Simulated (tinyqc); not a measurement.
Worked calculation: coherent transport through a tight-binding region between two chains. One step of it, computed by the program tinyqc.

Question. Transmission at E = 0.66 eV. Surface Green function g = (E - i sqrt(4 t^2 - E^2)) / (2 t^2); self-energy tc^2 g on each contact site; G = (E - H - Sigma)^(-1); Gamma = -2 Im Sigma; T = Gamma_L Gamma_R |G_LR|^2; local density of states -Im G_ii / pi.

H of the central region (eV), lower triangle:
```
           1          2          3          4          5         6
1   0.000000
2  -1.130000   0.970000
3   0.000000  -1.130000   0.970000
4   0.000000   0.000000  -1.130000   0.970000
5   0.000000   0.000000   0.000000  -1.130000   0.970000
6  -1.130000   0.000000   0.000000   0.000000  -1.130000  0.000000
```

Leads: semi-infinite chains with site energy 0:
```
parameter                           value
lead hopping t (eV)              2.370000
coupling to the left lead (eV)   0.930000
coupling to the right lead (eV)  0.820000
left contact site                       1
right contact site                      6
```

E = 0.660000 eV

Give: g; G; local density of states; transmission.

Answer.

g = 0.0588-0.4178i 1/eV

G (1/eV), lower triangle:
```
                 1                2                3               4
1   0.0209-0.0420i
2   0.4771+0.0215i  -0.0197-0.0986i
3   0.1100+0.0479i   0.4024-0.0485i   0.0004-0.0612i
4  -0.4469-0.0083i   0.1301+0.0853i   0.4826+0.0317i  0.0023-0.0766i
5  -0.2326-0.0502i  -0.3668+0.0719i   0.1320+0.0699i  0.4030-0.0527i
6   0.3831-0.0055i  -0.2307-0.0656i  -0.4464-0.0125i  0.1082+0.0621i

                 5               6
5  -0.0215-0.0844i
6   0.4761+0.0296i  0.0224-0.0540i
```

local density of states (1/eV): 0.0134  0.0314  0.0195  0.0244  0.0269  0.0172

transmission = 0.0596
